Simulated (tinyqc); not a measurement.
From results back to parameters: one-oscillator model of a band gap. Two cases, with inputs chosen for the exercise.

Problem. A gap follows E(T) = E0 - s1 t1/(exp(t1/T) - 1) with the zero-point term ZP = s1 t1/2, which scales as M^(-1/2). The shift of E0 on going from M to M + dM and the limiting slope at high T are given.

Find: sqrt(M/(M + dM)); ZP; t1.

Method. The shift is ZP (1 - sqrt(M/(M + dM))); then t1 = 2 ZP/s1.

Case 1.

Values chosen (out of a larger set: near those of InAs; not measured data): M = 95.04 u (mean atomic mass); dM = -5.12 u (change of the mean mass (not bounded by the natural isotopes)).

shift of E0 = -0.405482 meV
limiting slope s1 = 0.265 meV/K

Solution.

sqrt(M/(M + dM)) = 1.028076
ZP = 14.44 meV
t1 = 109 K

Case 2.

Values chosen (out of a larger set: near those of diamond; not measured data): M = 12.02 u (mean atomic mass); dM = 0.89 u (change of the mean mass (not bounded by the natural isotopes)).

shift of E0 = 11.800307 meV
limiting slope s1 = 0.588 meV/K

Solution.

sqrt(M/(M + dM)) = 0.964915
ZP = 336.34 meV
t1 = 1144 K

Computed by tinyqc, one run a case: `OMP_NUM_THREADS=1 python tinyqc.py N N+1 out.jsonl` with N = 1880889, 1880909; one thread of a shared Intel(R) Xeon(R) Processor @ 2.30GHz, about 0.01 s a run at most.
